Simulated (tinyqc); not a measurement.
Depolarisation shift: optical transitions of a finite quantum well.

Each carrier sees a square well of width L with its own depth V and masses m (inside), mb (outside); c = hbar^2/2m0, k = sqrt(m E/c), kappa = sqrt(mb (V - E)/c), and level n solves k L + 2 atan[(k/m)/(kappa/mb)] = n pi. The envelope is cos(kz) for odd n and sin(kz) for even n inside, joins exp(-kappa (|z| - L/2)) outside, and is normalised to 1. Excitons and band mixing are left out.

Constants: hbar^2/2m0 = 3.80998211 eV angstrom^2; e^2/(4 pi eps0) = 14.39964547 eV angstrom.

Parameters, chosen for this exercise (near those of an InGaAs well in InP; shifted at random, so the results belong to these values and not to a real crystal):

| symbol | value | unit | meaning |
|---|---|---|---|
| L | 184 | angstrom | well width |
| Vc | 0.244 | eV | conduction offset |
| me | 0.0411 | m0 | electron, well |
| meb | 0.0777 | m0 | electron, barrier |
| eps | 12.2 |  | background dielectric constant |
| Nss | (0.06, 0.15, 0.3, 0.6, 0.9, 1.2, 1.8) | x 1e12/cm^2 | sheet densities |

The collective line lies at E12 sqrt(1 + a), a = 8 pi q (n1 - n2) S/(eps E12), q = e^2/(4 pi eps0), S = integral over z of (integral up to z of psi_1 psi_2)^2. Zero temperature with the mass me in both subbands: n1 - n2 = Ns until Ns reaches D E12, D = me/(2 pi c), and D E12 beyond. 1e12/cm^2 = 1e-4/angstrom^2; exchange and the static band bending by the charge are left out.

Line position:

| Ns (1e12/cm^2) | n1 - n2 | a | line (meV) | shift (meV) |
|---|---|---|---|---|
| 0.060 | 0.060 | 0.0480 | 50.47 | 1.17 |
| 0.30 | 0.300 | 0.2398 | 54.90 | 5.59 |
| 0.60 | 0.600 | 0.4796 | 59.97 | 10.67 |
| 0.90 | 0.846 | 0.6766 | 63.84 | 14.54 |
| 1.2 | 0.846 | 0.6766 | 63.84 | 14.54 |
| 1.8 | 0.846 | 0.6766 | 63.84 | 14.54 |

Give the missing row, Ns (1e12/cm^2) = 0.15.

Computed row:
```
Ns (1e12/cm^2)  n1 - n2       a  line (meV)  shift (meV)
0.15              0.150  0.1199       52.17         2.87
```

S = 13.285 angstrom
E12 = 49.30 meV

The upward shift grows from 1.17 to 14.54 meV, 29.5 % of E12 at most. It stops moving once e2 starts to fill, at Ns = 0.85 e12/cm^2. For small a the shift is a E12/2, linear in Ns; in the last row that rule gives 16.68 meV. S/L = 0.0722, against 5/(9 pi^2) = 0.0563 for hard walls.

Run: tinyqc, `OMP_NUM_THREADS=1 python tinyqc.py 1282078 1282079 out.jsonl`; Intel(R) Xeon(R) Processor @ 2.30GHz, one thread, shared host; about 0.1 s of CPU time with all checks.
